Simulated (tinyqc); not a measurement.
# Worked calculation: small-signal admittance of a forward-biased p+-n diode

Program tinyqc, `OMP_NUM_THREADS=1 python tinyqc.py 2890228 2890229 out.jsonl`; Intel Xeon 2.30GHz, shared host, one thread, about 0.01 s. Printed values are rounded.

Holes injected into a neutral base of width wb with an ohmic contact at its end; low injection, p0 far above the equilibrium density. A small voltage v exp(i w t), w = 2 pi f, modulates the edge density by p0 v/Vt, and the small-signal density obeys Dp d2p/dx2 = (1/tau + i w) p.

Values chosen for this exercise; permittivity close to that of 4H silicon carbide: temperature T = 300 K; relative permittivity eps_r = 9.7; donor density of the base Nd = 1.8e17 cm^-3; hole diffusion coefficient Dp = 1.6 cm^2/s; hole lifetime tau = 2e-7 s; width of the neutral base wb = 7.4 um; excess hole density at the junction edge p0 = 1.8e14 cm^-3; acceptor density of the p+ side Na = 6e19 cm^-3; signal frequency f = 8.8e5 Hz.

Constants: q = 1.602176634e-19 C, kB = 1.380649e-23 J/K, Vt = kB T/q, eps0 = 8.8541878128e-14 F/cm where lengths are in cm. Results are converted to the units shown.

## Closed-form admittance

L = sqrt(Dp tau); direct current J = (q Dp p0/L) coth(wb/L); k = sqrt(1 + i w tau)/L; diffusion admittance Y = (q Dp p0/Vt) k coth(k wb) = G + i w C_diff; junction capacitance C_j = sqrt(q eps0 eps_r Nd/(2 Vr)) in the depletion approximation, with the remaining barrier Vr = Vt ln(Na/p0), a rough value under forward bias; base-width modulation is left out.

L = 5.65685 um
J = 0.0944304 A/cm^2
k wb = 1.45990+0.64812i
Y = 3.77275+1.22531i S/cm^2
C_diff = 0.221606 uF/cm^2
C_j = 0.194088 uF/cm^2

G is 1.03 times its low-frequency value J/Vt, and C_diff is 1.14 times C_j.

## The same by finite differences

7 equal intervals, h = wb/7; u = small-signal density over its edge value, u_0 = 1, u_7 = 0; u_(i-1) + b u_i + u_(i+1) = 0 with b = -2 - h^2 (1/tau + i w)/Dp; Y = (q Dp p0/(Vt h)) (-b/2 - u_1), which includes the half box at the edge.

b = -2.03492-0.03862i
u, node 1 to 6: 0.793214-0.054701i  0.616243-0.080678i  0.463909-0.085673i  0.331084-0.075745i  0.212748-0.055675i  0.103992-0.029333i
Y on the mesh = 3.78619+1.24959i S/cm^2

Against the closed form the real part is 0.36 % above it and the imaginary part 2.0 % above it; |k h| = 0.23.
